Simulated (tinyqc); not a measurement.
# Berg model of reactive sputtering of a nitride or oxide: poisoning, hysteresis and pumping speed, step by step

A worked calculation. Computed by tinyqc, a small Python program that keeps every step. Command: `OMP_NUM_THREADS=1 python tinyqc.py 3008217 3008218 out.jsonl berg walk`. One thread of a shared host (Intel(R) Xeon(R) Processor @ 2.30GHz), about 0.04 s of CPU time with the checks. Intermediate numbers are printed to about 5 digits and carried at full precision; extremes and crossings named in words are read from the listed rows.

A diatomic gas reacts with bare metal on the target and on the collecting surfaces; ions remove metal and compound from the target. theta_t and theta_c are the compound fractions.

Inputs (values chosen for the exercise, close to those used for titanium dioxide):
```
quantity                         value     unit
ion current density J               17  mA/cm^2
target area A_t                    240     cm^2
collecting area A_c               3500     cm^2
metal yield Y_m                   0.53        -
compound yield Y_c               0.035        -
sticking coefficient alpha        0.23        -
reactive atoms per metal atom z      2        -
gas mass M                          32        u
pumping speed S                    590      l/s
gas temperature T                  300        K
reactive partial pressure P      0.012       Pa
```

Constants: e = 1.602176634e-19 C; u = 1.6605390666e-27 kg; k_B = 1.380649e-23 J/K.

## Steady state at the pressure P

Ion flux j = J/e; gas flux F = P/sqrt(2 pi M k_B T). Target: (2/z) alpha F (1 - theta_t) = j Y_c theta_t. Sputtered flows F_c = j Y_c theta_t A_t, F_m = j Y_m (1 - theta_t) A_t. Collector: (2/z) alpha F (1 - theta_c) A_c + F_c (1 - theta_c) = F_m theta_c. Gas use Q = alpha F [(1 - theta_t) A_t + (1 - theta_c) A_c] + P S/(k_B T); 1 sccm = 4.4780e17 molecules/s. Rate R = F_m + F_c, given relative to j Y_m A_t.

ion flux j = 1.0611e+17 1/(cm^2 s)

gas flux F = 3.2269e+16 1/(cm^2 s)

theta_t = 0.66650

theta_c = 0.85514

gas use (sccm): target 1.3266, collector 8.4033, pump 3.8172

total flow Q = 13.547 sccm

rate relative to clean metal = 0.37751

The target is partly covered. The film is 85.5 % compound.

## Critical pumping speed

P is a single-valued function of the flow Q only if dQ/dP > 0 everywhere: S must exceed k_B T times the steepest fall of the surface terms with P.

pressure of the steepest fall = 0.012191 Pa

critical pumping speed = 467.40 l/s

S is 1.26 times the critical value: no hysteresis.

## Flow curve at three pumping speeds

The formulas are those given above.

Pressure as the free variable:
```
P (Pa)   theta_t  theta_c  relative rate  Q at S_c/4 (sccm)  Q at S_c (sccm)  Q at 2 S_c (sccm)
0.00061  0.09222  0.10273        0.91387              2.868            2.983              3.137
0.00120  0.16656  0.19623        0.84443              5.070            5.297              5.599
0.00240  0.28556  0.36110        0.73329              8.132            8.586              9.190
0.00430  0.41730  0.55175        0.61026             10.419           11.232             12.316
0.00730  0.54869  0.72786        0.48754             11.156           12.535             14.375
0.01200  0.66650  0.85514        0.37751             10.486           12.754             15.778
0.02000  0.76910  0.93383        0.28169              9.188           12.968             18.008
0.03000  0.83323  0.96687        0.22179              8.353           14.023             21.583
0.04900  0.89084  0.98640        0.16799              8.081           17.342             29.690
0.09800  0.94227  0.99635        0.11996              9.776           28.298             52.994
```

At S_c/4 the flow falls with pressure in 4 of the intervals: as the target poisons, less metal arrives to getter the gas. At 2 S_c it rises throughout. Coverages and rate depend on P alone, not on S. The collector converts before the target (theta_c = 0.73 at theta_t = 0.55), since the metal is spread over a larger area and no ions clean it. The rate tends to Y_c/Y_m = 0.066.

Checks made by the program: gas taken up by surfaces against gas bound in the growing film (relative difference below 1e-10).
